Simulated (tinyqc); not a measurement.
Inside a calculation (part 1 of 2). Method: CCD on RHF in the sto-3g basis, for H6, spin multiplicity 1. Computed by tinyqc, a small Python program that keeps every step (integrals from PySCF). Settings: charge = 0, multiplicity = 1, basis = sto-3g, method = RHF, energy threshold = 1e-10, iteration cap = 61, orthogonalisation = canonical, start = Wolfsberg-Helmholz matrix, DIIS depth = 6, amplitude equations = CCD, DIIS depth for amplitudes = 4, cap on updates = 60. Command: `OMP_NUM_THREADS=1 python tinyqc.py 23030 23031 out.jsonl` (the two numbers bound the seeds that draw the settings). One thread of a shared host (Intel(R) Xeon(R) Processor @ 2.60GHz), about 0.08 s of CPU time with the checks. The early iterations of the SCF are left out here.

## One-electron integrals

Geometry (angstrom):
```
atom         x         y         z
H     0.000000  0.000000  0.000000
H     0.000000  0.000000  0.738000
H     0.000000  0.000000  2.202000
H     0.000000  0.000000  2.940000
H     0.000000  0.000000  4.404000
H     0.000000  0.000000  5.142000
```

Basis sto-3g: exponents (1/bohr^2) and contraction coefficients of normalised primitives:
```
element  l (shell)  exponent  coefficient
H            s (1)  3.425251     0.154329
H            s (1)  0.623914     0.535328
H            s (1)  0.168855     0.444635
```

Overlap, kinetic and nuclear-attraction integrals over the contracted functions; the nuclear repulsion is the sum of Za Zb / Rab.

nuclear repulsion = 4.68287421 hartree

overlap S, order 1H 1s, 2H 1s, 3H 1s, 4H 1s, 5H 1s, 6H 1s:
$$\begin{pmatrix}
1.000000 & 0.661182 & 0.084787 & 0.020713 & 0.000607 & 0.000069 \\
0.661182 & 1.000000 & 0.270296 & 0.084787 & 0.004054 & 0.000607 \\
0.084787 & 0.270296 & 1.000000 & 0.661182 & 0.084787 & 0.020713 \\
0.020713 & 0.084787 & 0.661182 & 1.000000 & 0.270296 & 0.084787 \\
0.000607 & 0.004054 & 0.084787 & 0.270296 & 1.000000 & 0.661182 \\
0.000069 & 0.000607 & 0.020713 & 0.084787 & 0.661182 & 1.000000
\end{pmatrix}$$

kinetic energy T (hartree), order 1H 1s, 2H 1s, 3H 1s, 4H 1s, 5H 1s, 6H 1s:
$$\begin{pmatrix}
0.760032 & 0.238155 & -0.011424 & -0.007150 & -0.000493 & -0.000078 \\
0.238155 & 0.760032 & 0.012896 & -0.011424 & -0.002292 & -0.000493 \\
-0.011424 & 0.012896 & 0.760032 & 0.238155 & -0.011424 & -0.007150 \\
-0.007150 & -0.011424 & 0.238155 & 0.760032 & 0.012896 & -0.011424 \\
-0.000493 & -0.002292 & -0.011424 & 0.012896 & 0.760032 & 0.238155 \\
-0.000078 & -0.000493 & -0.007150 & -0.011424 & 0.238155 & 0.760032
\end{pmatrix}$$

nuclear attraction V (hartree), order 1H 1s, 2H 1s, 3H 1s, 4H 1s, 5H 1s, 6H 1s:
$$\begin{pmatrix}
-2.525642 & -1.688975 & -0.195106 & -0.047117 & -0.001348 & -0.000155 \\
-1.688975 & -2.746837 & -0.646412 & -0.201915 & -0.009147 & -0.001348 \\
-0.195106 & -0.646412 & -2.902611 & -1.857577 & -0.201915 & -0.047117 \\
-0.047117 & -0.201915 & -1.857577 & -2.902611 & -0.646412 & -0.195106 \\
-0.001348 & -0.009147 & -0.201915 & -0.646412 & -2.746837 & -1.688975 \\
-0.000155 & -0.001348 & -0.047117 & -0.195106 & -1.688975 & -2.525642
\end{pmatrix}$$

core Hamiltonian H = T + V (hartree), order 1H 1s, 2H 1s, 3H 1s, 4H 1s, 5H 1s, 6H 1s:
$$\begin{pmatrix}
-1.765610 & -1.450820 & -0.206530 & -0.054267 & -0.001841 & -0.000233 \\
-1.450820 & -1.986805 & -0.633515 & -0.213340 & -0.011440 & -0.001841 \\
-0.206530 & -0.633515 & -2.142579 & -1.619422 & -0.213340 & -0.054267 \\
-0.054267 & -0.213340 & -1.619422 & -2.142579 & -0.633515 & -0.206530 \\
-0.001841 & -0.011440 & -0.213340 & -0.633515 & -1.986805 & -1.450820 \\
-0.000233 & -0.001841 & -0.054267 & -0.206530 & -1.450820 & -1.765610
\end{pmatrix}$$

## Two-electron integrals

Functions are numbered as in S; the eight-fold symmetry (ij|kl) = (ji|kl) = (kl|ij) leaves the list below.

Two-electron integrals (ij|kl) in chemists' order, unique and non-zero (hartree):
```
(11|11) 0.774606   (21|11) 0.445732   (21|21) 0.298919   (22|11) 0.570747
(22|21) 0.445732   (22|22) 0.774606   (31|11) 0.037687   (31|21) 0.028150
(31|22) 0.047705   (31|31) 0.003596   (32|11) 0.097284   (32|21) 0.078949
(32|22) 0.146430   (32|31) 0.011834   (32|32) 0.041803   (33|11) 0.239940
(33|21) 0.190827   (33|22) 0.353394   (33|31) 0.037687   (33|32) 0.146430
(33|33) 0.774606   (41|11) 0.007548   (41|21) 0.005827   (41|22) 0.010221
(41|31) 0.000825   (41|32) 0.002834   (41|33) 0.010221   (41|41) 0.000199
(42|11) 0.025376   (42|21) 0.020418   (42|22) 0.037687   (42|31) 0.003275
(42|32) 0.011834   (42|33) 0.047705   (42|41) 0.000825   (42|42) 0.003596
(43|11) 0.136577   (43|21) 0.105946   (43|22) 0.190827   (43|31) 0.020418
(43|32) 0.078949   (43|33) 0.445732   (43|41) 0.005827   (43|42) 0.028150
(43|43) 0.298919   (44|11) 0.179979   (44|21) 0.136577   (44|22) 0.239940
(44|31) 0.025376   (44|32) 0.097284   (44|33) 0.570747   (44|41) 0.007548
(44|42) 0.037687   (44|43) 0.445732   (44|44) 0.774606   (51|11) 0.000148
(51|21) 0.000116   (51|22) 0.000211   (51|31) 0.000020   (51|32) 0.000074
(51|33) 0.000331   (51|41) 0.000005   (51|42) 0.000024   (51|43) 0.000206
(51|44) 0.000289   (51|51) 1.67e-07   (52|11) 0.000859   (52|21) 0.000668
(52|22) 0.001204   (52|31) 0.000118   (52|32) 0.000442   (52|33) 0.002124
(52|41) 0.000032   (52|42) 0.000149   (52|43) 0.001410   (52|44) 0.002124
(52|51) 1.09e-06   (52|52) 0.000007   (53|11) 0.013836   (53|21) 0.010384
(53|22) 0.018020   (53|31) 0.001850   (53|32) 0.006943   (53|33) 0.037687
(53|41) 0.000531   (53|42) 0.002571   (53|43) 0.028150   (53|44) 0.047705
(53|51) 0.000020   (53|52) 0.000149   (53|53) 0.003596   (54|11) 0.039255
(54|21) 0.028981   (54|22) 0.049340   (54|31) 0.004940   (54|32) 0.018224
(54|33) 0.097284   (54|41) 0.001426   (54|42) 0.006943   (54|43) 0.078949
(54|44) 0.146430   (54|51) 0.000056   (54|52) 0.000442   (54|53) 0.011834
(54|54) 0.041803   (55|11) 0.120158   (55|21) 0.086855   (55|22) 0.144347
(55|31) 0.013836   (55|32) 0.049340   (55|33) 0.239940   (55|41) 0.003841
(55|42) 0.018020   (55|43) 0.190827   (55|44) 0.353394   (55|51) 0.000148
(55|52) 0.001204   (55|53) 0.037687   (55|54) 0.146430   (55|55) 0.774606
(61|11) 0.000014   (61|21) 0.000011   (61|22) 0.000020   (61|31) 1.99e-06
(61|32) 0.000007   (61|33) 0.000037   (61|41) 5.49e-07   (61|42) 2.56e-06
(61|43) 0.000025   (61|44) 0.000037   (61|51) 1.88e-08   (61|52) 1.28e-07
(61|53) 2.56e-06   (61|54) 0.000007   (61|55) 0.000020   (62|11) 0.000111
(62|21) 0.000084   (62|22) 0.000148   (62|31) 0.000015   (62|32) 0.000056
(62|33) 0.000289   (62|41) 4.22e-06   (62|42) 0.000020   (62|43) 0.000206
(62|44) 0.000331   (62|51) 1.52e-07   (62|52) 1.09e-06   (62|53) 0.000024
(62|54) 0.000074   (62|55) 0.000211   (62|61) 1.88e-08   (62|62) 1.67e-07
(63|11) 0.003037   (63|21) 0.002249   (63|22) 0.003841   (63|31) 0.000386
(63|32) 0.001426   (63|33) 0.007548   (63|41) 0.000110   (63|42) 0.000531
(63|43) 0.005827   (63|44) 0.010221   (63|51) 4.22e-06   (63|52) 0.000032
(63|53) 0.000825   (63|54) 0.002834   (63|55) 0.010221   (63|61) 5.49e-07
(63|62) 0.000005   (63|63) 0.000199   (64|11) 0.011239   (64|21) 0.008217
(64|22) 0.013836   (64|31) 0.001359   (64|32) 0.004940   (64|33) 0.025376
(64|41) 0.000386   (64|42) 0.001850   (64|43) 0.020418   (64|44) 0.037687
(64|51) 0.000015   (64|52) 0.000118   (64|53) 0.003275   (64|54) 0.011834
(64|55) 0.047705   (64|61) 1.99e-06   (64|62) 0.000020   (64|63) 0.000825
(64|64) 0.003596   (65|11) 0.073391   (65|21) 0.052674   (65|22) 0.086855
(65|31) 0.008217   (65|32) 0.028981   (65|33) 0.136577   (65|41) 0.002249
(65|42) 0.010384   (65|43) 0.105946   (65|44) 0.190827   (65|51) 0.000084
(65|52) 0.000668   (65|53) 0.020418   (65|54) 0.078949   (65|55) 0.445732
(65|61) 0.000011   (65|62) 0.000116   (65|63) 0.005827   (65|64) 0.028150
(65|65) 0.298919   (66|11) 0.102913   (66|21) 0.073391   (66|22) 0.120158
(66|31) 0.011239   (66|32) 0.039255   (66|33) 0.179979   (66|41) 0.003037
(66|42) 0.013836   (66|43) 0.136577   (66|44) 0.239940   (66|51) 0.000111
(66|52) 0.000859   (66|53) 0.025376   (66|54) 0.097284   (66|55) 0.570747
(66|61) 0.000014   (66|62) 0.000148   (66|63) 0.007548   (66|64) 0.037687
(66|65) 0.445732   (66|66) 0.774606
```

## Orthogonalisation

S = U s U^T; canonical form X = U s^(-1/2), so that X^T S X = 1. Each column of U has its largest component positive (the first on a tie).

eigenvalues of S: [0.240384, 0.315815, 0.412540, 1.351586, 1.681770, 1.997904]

X, order 1H 1s, 2H 1s, 3H 1s, 4H 1s, 5H 1s, 6H 1s:
$$\begin{pmatrix}
0.578747 & -0.852543 & -0.655326 & -0.359350 & 0.379585 & 0.219116 \\
-0.769601 & 0.909075 & 0.512805 & -0.257468 & 0.384890 & 0.273464 \\
1.073670 & -0.173079 & 0.720820 & 0.417749 & 0.071277 & 0.357027 \\
-1.073670 & -0.173079 & -0.720820 & 0.417749 & -0.071277 & 0.357027 \\
0.769601 & 0.909075 & -0.512805 & -0.257468 & -0.384890 & 0.273464 \\
-0.578747 & -0.852543 & 0.655326 & -0.359350 & -0.379585 & 0.219116
\end{pmatrix}$$

## Starting guess

The start is the generalised Wolfsberg-Helmholz matrix (K = 1.75) built on H; D = 2 C_occ C_occ^T.

D at the start, order 1H 1s, 2H 1s, 3H 1s, 4H 1s, 5H 1s, 6H 1s:
$$\begin{pmatrix}
0.526185 & 0.591469 & -0.075297 & -0.202514 & 0.023583 & 0.073412 \\
0.591469 & 0.692557 & 0.044069 & -0.115492 & -0.019711 & 0.023583 \\
-0.075297 & 0.044069 & 0.625891 & 0.590146 & -0.115492 & -0.202514 \\
-0.202514 & -0.115492 & 0.590146 & 0.625891 & 0.044069 & -0.075297 \\
0.023583 & -0.019711 & -0.115492 & 0.044069 & 0.692557 & 0.591469 \\
0.073412 & 0.023583 & -0.202514 & -0.075297 & 0.591469 & 0.526185
\end{pmatrix}$$

## Iteration 5 (converged): orbitals

converged F (hartree), order 1H 1s, 2H 1s, 3H 1s, 4H 1s, 5H 1s, 6H 1s:
$$\begin{pmatrix}
-0.369557 & -0.599632 & -0.102954 & -0.021908 & -0.000203 & -0.001265 \\
-0.599632 & -0.393041 & -0.217425 & -0.102939 & -0.007256 & -0.000203 \\
-0.102954 & -0.217425 & -0.396270 & -0.604671 & -0.102939 & -0.021908 \\
-0.021908 & -0.102939 & -0.604671 & -0.396270 & -0.217425 & -0.102954 \\
-0.000203 & -0.007256 & -0.102939 & -0.217425 & -0.393041 & -0.599632 \\
-0.001265 & -0.000203 & -0.021908 & -0.102954 & -0.599632 & -0.369557
\end{pmatrix}$$

Diagonalise F' = X^T F X, C = X C', fill 3 alpha and 3 beta electrons from the bottom; D = 2 C_occ C_occ^T. Each column has its largest component positive (the first on a tie).

F' = X^T F X (hartree):
$$\begin{pmatrix}
1.021676 & 0.000000 & -0.006612 & 0.000000 & 0.026992 & 0.000000 \\
0.000000 & 0.726839 & 0.000000 & 0.035018 & 0.000000 & 0.011795 \\
-0.006612 & 0.000000 & 0.486960 & 0.000000 & 0.012706 & 0.000000 \\
0.000000 & 0.035018 & 0.000000 & -0.507382 & 0.000000 & -0.003358 \\
0.026992 & 0.000000 & 0.012706 & 0.000000 & -0.589951 & 0.000000 \\
0.000000 & 0.011795 & 0.000000 & -0.003358 & 0.000000 & -0.658609
\end{pmatrix}$$

orbital energies (hartree): MO1 -0.658798, MO2 -0.590555, MO3 -0.508284, MO4 0.487036, MO5 0.727931, MO6 1.022205

coefficients C, order 1H 1s, 2H 1s, 3H 1s, 4H 1s, 5H 1s, 6H 1s:
$$\begin{pmatrix}
0.218094 & 0.377582 & -0.340520 & -0.643841 & -0.860497 & 0.592778 \\
0.258826 & 0.391630 & -0.289540 & 0.508339 & 0.903696 & -0.769164 \\
0.368630 & 0.044666 & 0.413563 & 0.734200 & -0.158164 & 1.066014 \\
0.368630 & -0.044666 & 0.413563 & -0.734200 & -0.158164 & -1.066014 \\
0.258826 & -0.391630 & -0.289540 & -0.508339 & 0.903696 & 0.769164 \\
0.218094 & -0.377582 & -0.340520 & 0.643841 & -0.860497 & -0.592778
\end{pmatrix}$$

D after iteration 5, order 1H 1s, 2H 1s, 3H 1s, 4H 1s, 5H 1s, 6H 1s:
$$\begin{pmatrix}
0.612175 & 0.605830 & -0.087131 & -0.154592 & 0.014340 & 0.041902 \\
0.605830 & 0.608397 & -0.013679 & -0.083649 & -0.005100 & 0.014340 \\
-0.087131 & -0.013679 & 0.617834 & 0.609854 & -0.083649 & -0.154592 \\
-0.154592 & -0.083649 & 0.609854 & 0.617834 & -0.013679 & -0.087131 \\
0.014340 & -0.005100 & -0.083649 & -0.013679 & 0.608397 & 0.605830 \\
0.041902 & 0.014340 & -0.154592 & -0.087131 & 0.605830 & 0.612175
\end{pmatrix}$$

## Convergence

Stop when the energy changes by less than 1e-10 hartree and every element of the error matrix X^T (F D S - S D F) X is below 3e-06.

Course of the cycle:
```
iteration  E (hartree)     change  largest element of the error matrix
1          -3.31795271          -                             1.19e-01
2          -3.32762429  -9.67e-03                             1.66e-02
3          -3.32787236  -2.48e-04                             1.52e-03
4          -3.32787483  -2.47e-06                             8.05e-06
5          -3.32787483  -6.06e-11                             3.27e-07
```

PySCF RHF in the same basis = -3.32787483 hartree

Converged in 5 iterations.

## Populations, bond orders and dipole

Mulliken: Z minus the diagonal of D S on the atom; Loewdin: the same with S^(1/2) D S^(1/2); Mayer order: 2 sum_s sum (D(s) S)_ij (D(s) S)_ji over the two atoms.

Charges (e):
```
atom   Mulliken    Loewdin
1H    -0.002161  -0.008396
2H     0.001841   0.008036
3H     0.000320   0.000360
4H     0.000320   0.000360
5H     0.001841   0.008036
6H    -0.002161  -0.008396
```

Mayer bond orders:
```
pair      order
2-1    0.979076
3-1   -0.000887
3-2    0.021561
4-1    0.020463
4-2   -0.000898
4-3    0.959760
5-1   -0.000017
5-2    0.000274
5-3   -0.000898
5-4    0.021561
6-1    0.001360
6-2   -0.000017
6-3    0.020463
6-4   -0.000887
6-5    0.979076
```

dipole moment about the origin, x y z (debye): [0.000000, 0.000000, 0.000000]

## Integrals over molecular orbitals

(pq|rs) = sum C_ip C_jq C_kr C_ls (ij|kl), one index at a time.

one-electron integrals over orbitals h = C^T H C (hartree):
$$\begin{pmatrix}
-2.193201 & 0.000000 & -0.127834 & 0.000000 & -0.070296 & 0.000000 \\
0.000000 & -2.008129 & 0.000000 & -0.124387 & 0.000000 & 0.066261 \\
-0.127834 & 0.000000 & -2.051782 & 0.000000 & 0.120170 & 0.000000 \\
0.000000 & -0.124387 & 0.000000 & -1.490956 & 0.000000 & -0.139384 \\
-0.070296 & 0.000000 & 0.120170 & 0.000000 & -1.206363 & 0.000000 \\
0.000000 & 0.066261 & 0.000000 & -0.139384 & 0.000000 & -1.131156
\end{pmatrix}$$

Two-electron integrals over orbitals (pq|rs), unique and non-zero (hartree):
```
(11|11) 0.400758    (21|21) 0.131680    (22|11) 0.316486    (22|22) 0.396023
(31|11) 0.081439    (31|22) -0.072556   (31|31) 0.145803    (32|21) -0.135727
(32|32) 0.149967    (33|11) 0.389078    (33|22) 0.335113    (33|31) 0.055780
(33|33) 0.390887    (41|21) 0.026019    (41|32) -0.001022   (41|41) 0.077195
(42|11) 0.040210    (42|22) -0.007230   (42|31) 0.039570    (42|33) 0.016120
(42|42) 0.059621    (43|21) 0.046322    (43|32) -0.044977   (43|41) 0.016809
(43|43) 0.064460    (44|11) 0.382061    (44|22) 0.331398    (44|31) 0.049494
(44|33) 0.376175    (44|42) 0.022075    (44|44) 0.388132    (51|11) 0.008587
(51|22) 0.019406    (51|31) -0.015265   (51|33) -0.004810   (51|42) 0.041950
(51|44) 0.002654    (51|51) 0.045167    (52|21) 0.011351    (52|32) 0.005741
(52|41) 0.053752    (52|43) -0.038845   (52|52) 0.088239    (53|11) -0.049985
(53|22) 0.000111    (53|31) -0.043868   (53|33) -0.029945   (53|42) -0.057773
(53|44) -0.025535   (53|51) -0.038793   (53|53) 0.061310    (54|21) 0.133643
(54|32) -0.143385   (54|41) 0.007392    (54|43) 0.046250    (54|52) -0.004634
(54|54) 0.153170    (55|11) 0.326445    (55|22) 0.395798    (55|31) -0.063334
(55|33) 0.342262    (55|42) -0.003609   (55|44) 0.350540    (55|51) 0.020243
(55|53) -0.001176   (55|55) 0.417987    (61|21) 0.002630    (61|32) 0.006958
(61|41) 0.027598    (61|43) 0.054619    (61|52) -0.032215   (61|54) -0.004404
(61|61) 0.064924    (62|11) -0.016584   (62|22) -0.026232   (62|31) 0.012566
(62|33) -0.006998   (62|42) -0.040090   (62|44) -0.005055   (62|51) -0.042603
(62|53) 0.041768    (62|55) -0.025237   (62|62) 0.044409    (63|21) 0.031551
(63|32) -0.009766   (63|41) 0.075968    (63|43) 0.019563    (63|52) 0.054088
(63|54) 0.008932    (63|61) 0.028303    (63|63) 0.081263    (64|11) 0.082148
(64|22) -0.065001   (64|31) 0.138847    (64|33) 0.056081    (64|42) 0.041375
(64|44) 0.054572    (64|51) -0.012224   (64|53) -0.044239   (64|55) -0.067047
(64|62) 0.011282    (64|64) 0.148313    (65|21) -0.133224   (65|32) 0.137927
(65|41) -0.027892   (65|43) -0.048934   (65|52) -0.012171   (65|54) -0.143886
(65|61) -0.004211   (65|63) -0.035179   (65|65) 0.147438    (66|11) 0.424737
(66|22) 0.333897    (66|31) 0.088434    (66|33) 0.413345    (66|42) 0.045555
(66|44) 0.416998    (66|51) 0.010609    (66|53) -0.056381   (66|55) 0.354831
(66|62) -0.019243   (66|64) 0.095781    (66|66) 0.473732
```

## CCD: starting amplitudes

t_ij^ab = <ij||ab> / (e_i + e_j - e_a - e_b), whose energy is MP2.

Starting amplitudes (spin orbitals 1a, 1b, ...; amplitudes related by a flip of all spins are not repeated; the 24 largest):
```
from      to          t
1a 1b  4a 4b  -0.033685
2a 2b  5a 5b  -0.033462
3a 3b  4a 4b  -0.032382
1a 3b  4a 6b  -0.028385
2a 2b  4a 4b  -0.027664
3a 3b  6a 6b  -0.026548
2a 3b  4a 5b   0.024969
3a 3b  5a 5b  -0.024797
1a 2b  4a 5b  -0.021812
1a 3b  4b 6a   0.020408
1a 1b  6a 6b  -0.019311
2a 3b  5a 6b  -0.018985
1a 2b  4b 5a   0.017023
2a 3b  4b 5a  -0.016788
1a 1b  5a 5b  -0.016285
2a 2b  4a 6b   0.014901
1a 3b  5a 5b   0.014790
2a 3b  5b 6a   0.014661
1a 2b  5a 6b   0.014203
2a 2b  6a 6b  -0.013768
1a 2b  5b 6a  -0.010740
1a 1b  4a 6b  -0.009763
1a 3b  6a 6b  -0.008813
2a 3a  4a 5a   0.008180
```

correlation energy = -0.04014209 hartree

## CCD: amplitude update 1

t_ij^ab D_ij^ab are set to the remaining terms of the spin-orbital equations, evaluated with the old amplitudes; for the doubles these are <ij||ab> + 1/2 <ab||ef> t_ij^ef + 1/2 <mn||ij> t_mn^ab + P(ij)P(ab) <mb||ej> t_im^ae + terms in t^2, D the orbital-energy denominators.

Amplitudes after update 1 (spin orbitals 1a, 1b, ...; amplitudes related by a flip of all spins are not repeated; the 24 largest):
```
from      to          t
3a 3b  4a 4b  -0.045677
2a 2b  5a 5b  -0.045135
1a 1b  4a 4b  -0.043562
1a 3b  4a 6b  -0.038370
2a 2b  4a 4b  -0.036317
2a 3b  4a 5b   0.034200
3a 3b  6a 6b  -0.032863
3a 3b  5a 5b  -0.031751
1a 3b  4b 6a   0.029154
1a 2b  4a 5b  -0.028543
1a 1b  6a 6b  -0.025422
2a 3b  4b 5a  -0.024710
2a 3b  5a 6b  -0.024245
1a 2b  4b 5a   0.023073
2a 2b  4a 6b   0.021280
1a 3b  5a 5b   0.021262
1a 1b  5a 5b  -0.020812
2a 3b  5b 6a   0.019369
1a 2b  5a 6b   0.019154
2a 2b  6a 6b  -0.017172
1a 2b  5b 6a  -0.015047
1a 1b  4a 6b  -0.013060
1a 3b  6a 6b  -0.011577
1a 3b  4a 4b  -0.010704
```

correlation energy = -0.05374017 hartree

## CCD: amplitude update 2

As before.

Amplitudes after update 2 (spin orbitals 1a, 1b, ...; amplitudes related by a flip of all spins are not repeated; the 24 largest):
```
from      to          t
3a 3b  4a 4b  -0.051593
2a 2b  5a 5b  -0.049270
1a 1b  4a 4b  -0.046795
1a 3b  4a 6b  -0.041534
2a 2b  4a 4b  -0.039562
2a 3b  4a 5b   0.037531
3a 3b  6a 6b  -0.034660
3a 3b  5a 5b  -0.034218
1a 3b  4b 6a   0.032164
1a 2b  4a 5b  -0.030617
2a 3b  4b 5a  -0.027932
1a 1b  6a 6b  -0.027770
2a 3b  5a 6b  -0.025744
1a 2b  4b 5a   0.025069
1a 3b  5a 5b   0.023357
2a 2b  4a 6b   0.023344
1a 1b  5a 5b  -0.022548
1a 2b  5a 6b   0.020936
2a 3b  5b 6a   0.020810
2a 2b  6a 6b  -0.018403
1a 2b  5b 6a  -0.016719
1a 1b  4a 6b  -0.014138
1a 3b  6a 6b  -0.012423
1a 3b  4a 4b  -0.011727
```

correlation energy = -0.05840942 hartree

## CCD: amplitude update 3

t_ij^ab D_ij^ab are set to the remaining terms of the spin-orbital equations, evaluated with the old amplitudes; for the doubles these are <ij||ab> + 1/2 <ab||ef> t_ij^ef + 1/2 <mn||ij> t_mn^ab + P(ij)P(ab) <mb||ej> t_im^ae + terms in t^2, D the orbital-energy denominators. DIIS then mixes the stored amplitudes.

DIIS coefficients: [-0.549148, 1.549148]

Amplitudes after update 3 (spin orbitals 1a, 1b, ...; amplitudes related by a flip of all spins are not repeated; the 24 largest):
```
from      to          t
3a 3b  4a 4b  -0.055325
2a 2b  5a 5b  -0.051516
1a 1b  4a 4b  -0.048213
1a 3b  4a 6b  -0.043269
2a 2b  4a 4b  -0.041268
2a 3b  4a 5b   0.039467
3a 3b  5a 5b  -0.035447
3a 3b  6a 6b  -0.035324
1a 3b  4b 6a   0.033845
1a 2b  4a 5b  -0.031627
2a 3b  4b 5a  -0.029900
1a 1b  6a 6b  -0.029081
2a 3b  5a 6b  -0.026429
1a 2b  4b 5a   0.026053
1a 3b  5a 5b   0.024489
2a 2b  4a 6b   0.024466
1a 1b  5a 5b  -0.023440
1a 2b  5a 6b   0.021964
2a 3b  5b 6a   0.021475
2a 2b  6a 6b  -0.018988
1a 2b  5b 6a  -0.017708
1a 1b  4a 6b  -0.014695
1a 3b  6a 6b  -0.012836
1a 3b  4a 4b  -0.012295
```

correlation energy = -0.06090841 hartree
